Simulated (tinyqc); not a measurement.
How errors in the targets pass to the parameters: fitting sp3s* parameters to three gaps by Newton steps.

J:
```
           Esa     Vxapc    Vscpa
Gamma  0.28553   0.00000  0.00000
X      0.13345  -0.85809  0.00000
L      0.16192  -0.29437  0.23823
```

The gaps at Gamma, X and L of an sp3s* model are fitted with Esa, Vxapc and Vscpa; J holds the derivatives of the gaps by these parameters at the start. The change of each parameter for +10 meV on one target is 10 J^-1, in meV.

Shifts (meV):

| target raised | Esa | Vxapc | Vscpa |
|---|---|---|---|
| Gamma | 35.0 | 5.4 | -17.1 |
| X | 0.0 | -11.7 | -14.4 |
| L | 0.0 | 0.0 | 42.0 |

root sum of squares (meV): Esa 35.0, Vxapc 12.9, Vscpa 47.5

What can be read from this table?

Independent errors of 10 meV leave Vscpa least certain (48 meV) and Vxapc best fixed (12.9 meV). The largest single entry, 42 meV, comes from the target at L.

(tinyqc, `OMP_NUM_THREADS=1 python tinyqc.py 1451310 1451311 out.jsonl`, Intel(R) Xeon(R) Processor @ 2.30GHz, 1 thread, shared host, about 0.2 s.)
